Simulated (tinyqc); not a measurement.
# Polycrystalline film, grain-boundary barriers (Seto model): effects of single changes

One-dimensional grains of size Lg with donors N; each boundary has Qt acceptor-like traps per area at one level Et below the band edge. Trapped electrons qt deplete a width w = qt/N (both sides together) and raise a barrier Vb = q N w^2/(8 eps0 eps_r). Current crosses the barriers by thermionic emission at small bias. Abrupt depletion, full ionisation, Boltzmann statistics.

Parameters, values chosen for the exercise; values close to those of polycrystalline silicon: temperature T = 300 K; relative permittivity of the semiconductor eps_r = 11.7; grain size Lg = 30 nm; trap density at a boundary Qt = 3.4e12 cm^-2; donor density N = 8.8e17 cm^-3; mobility inside a grain mg = 100 cm^2/(V s); collection velocity at the barrier vc = 7.6e6 cm/s; conduction-band density of states at T Nc = 2.8e19 cm^-3; trap level below the band edge Et = 0.45 eV.

Constants: q = 1.602176634e-19 C, kB = 1.380649e-23 J/K, Vt = kB T/q, eps0 = 8.8541878128e-14 F/cm where lengths are in cm. Results are converted to the units shown.

Each table varies one quantity; the others keep the values above.

## Effect of the donor density

Partly depleted grains: the density at the grain centre is n0 = N and qt = Qt/(1 + 2 (Nc/N) exp((Vb - Et)/Vt)). If that gives qt >= N Lg, the grains are fully depleted: qt = N Lg, w = Lg and n0 = 2 Nc exp((Vb - Et)/Vt)/(Qt/(N Lg) - 1). Resistivity: barriers rb = Vt exp(Vb/Vt)/(q n0 vc Lg), grain interior rg = (1 - w/Lg)/(q mg N); effective mobility 1/(q N (rb + rg)).

Effect of the donor density:
```
N (cm^-3)      w/Lg     Vb (V)  n0 (cm^-3)  resistivity (ohm cm)
5.7e16       1.0000  0.0099175   1.1997e11                 86577
1.2e17       1.0000   0.020879   4.0992e11                 38717
2.3e17       1.0000   0.040018   1.8479e12                 18007
4.8e17       1.0000   0.083516   2.8684e13                6240.5
9.7e17       1.0000    0.16877   6.2728e15                772.02
2e18        0.56663    0.11173   2.0000e18               0.28007
4e18        0.28333   0.055870   4.0000e18              0.026542
8.2e18      0.13821   0.027254   8.2000e18             0.0090363
1.7e19     0.066667   0.013146   1.7000e19             0.0041189
3.4e19     0.033333  0.0065730   3.4000e19             0.0020430
```

As N goes from 5.7e16 to 3.4e19 cm^-3, the barrier goes from 0.00992 through a maximum of 0.169 (at N = 9.7e17 cm^-3 among the rows listed) to 0.00657 V and the resistivity falls from 86600 to 0.00204 ohm cm. The grains are fully depleted in 5 of the 10 rows. The steepest fall, as N^(-10.9), lies between 9.7e17 and 2e18 cm^-3; N* = 1.13e18 cm^-3. The barrier grows with N while the grains are depleted and shrinks once they are not, hence the maximum. At N = 5.7e16, 1.2e17, 2.3e17, 8.2e18, 1.7e19, 3.4e19 cm^-3 the barrier is under 2 Vt, where the depletion and emission pictures are rough. For N = 1.7e19 to 3.4e19 cm^-3 N passes 0.3 Nc, where degeneracy and tunnelling through the thin barriers matter.

## Effect of the grain size

Same model as above.

Result of one run:
```
Lg (nm)    w/Lg    Vb (V)  n0 (cm^-3)  resistivity (ohm cm)
16       1.0000  0.043552   5.8813e12                 12162
```

What becomes of these results when the grain size Lg is changed from 16 to 180 nm, all else the same?

Result of the changed run:
```
Lg (nm)     w/Lg   Vb (V)  n0 (cm^-3)  resistivity (ohm cm)
180      0.21013  0.24338   8.8000e17                16.491
```

The whole series:
```
Lg (nm)     w/Lg     Vb (V)  n0 (cm^-3)  resistivity (ohm cm)
6         1.0000  0.0061245   3.5963e11              1.2469e5
9.8       1.0000   0.016339   9.8693e11                 41299
16        1.0000   0.043552   5.8813e12                 12162
26        1.0000    0.11500   2.7156e14                2571.1
42       0.90055    0.24338   8.8000e17                70.441
68       0.55622    0.24338   8.8000e17                43.535
110      0.34384    0.24338   8.8000e17                26.939
180      0.21013    0.24338   8.8000e17                16.491
```

As Lg goes from 6 to 180 nm, the barrier rises from 0.00612 to 0.243 V and the resistivity falls from 1.25e5 to 16.5 ohm cm. The grains are fully depleted in 4 of the 8 rows. For Lg = 6 to 16 nm the barrier is under 2 Vt, where the depletion and emission pictures are rough.

tinyqc, about 0.01 s, one thread, Intel Xeon 2.30GHz (shared host): `OMP_NUM_THREADS=1 python tinyqc.py 2610103 2610104 out.jsonl`
